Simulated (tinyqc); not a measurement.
Energy and delay of logic against supply voltage: optimum supplies against the temperature.

One expression serves below and above threshold: I(Vg) = Ik [ln(1 + exp((Vg - VT + dd V)/(al nf Vt)))]^al, with I_on = I(V) and I_off = I(0). Gate delay td = kd C V/I_on, clock period LD td. Per gate and cycle the switching energy is act C V^2 and the leakage energy I_off V LD td. No short-circuit current, no variation. Minima are sought above 0.09 V; below a few Vt gates no longer switch and the model has no meaning.

V_min minimises the energy and V_EDP the product of energy and td. VT, Ik and nf are held fixed.

Parameters, values chosen for the exercise; values of the order met in logic technologies:
```
symbol  value  unit                               meaning
VT       0.18     V  threshold voltage at zero drain bias
nf       1.17                                slope factor
dd       0.02         barrier lowering per volt of supply
Ik       0.55    uA            specific current of a gate
al       1.29                 exponent of the current law
C         1.1    fF            load capacitance of a gate
kd        0.6                                delay factor
LD         20                                 logic depth
act      0.01                             activity factor
```

Constants: q = 1.602176634e-19 C, kB = 1.380649e-23 J/K, Vt = kB T/q. Results are converted to the units shown.

Optimum supplies against the temperature:

| T (K) | V_min (V) | energy at V_min (aJ) | leakage share (%) | clock at V_min (MHz) | V_EDP (V) | clock at V_EDP (GHz) |
|---|---|---|---|---|---|---|
| 220 | 0.1826 | 0.5706 | 35.75 | 173.3 | 0.3197 | 1.069 |
| 250 | 0.2082 | 0.8530 | 44.13 | 283.3 | 0.3378 | 1.001 |
| 280 | 0.2338 | 1.282 | 53.09 | 377.5 | 0.3655 | 0.9799 |
| 310 | 0.2588 | 1.917 | 61.56 | 445.3 | 0.3996 | 0.9731 |
| 340 | 0.2821 | 2.821 | 68.97 | 486.7 | 0.4370 | 0.9642 |
| 370 | 0.3030 | 4.062 | 75.14 | 506.6 | 0.4752 | 0.9485 |
| 400 | 0.3210 | 5.702 | 80.12 | 510.5 | 0.5127 | 0.9260 |

As T goes from 220 to 400, V_min rises from 0.183 to 0.321 V, the energy there rises from 0.571 to 5.70 aJ, the clock there rises from 173 to 510 MHz and V_EDP rises from 0.320 to 0.513 V.

Numbers from tinyqc (`OMP_NUM_THREADS=1 python tinyqc.py 2082137 2082138 out.jsonl`; about 0.01 s on one thread of a shared Intel Xeon 2.30GHz).
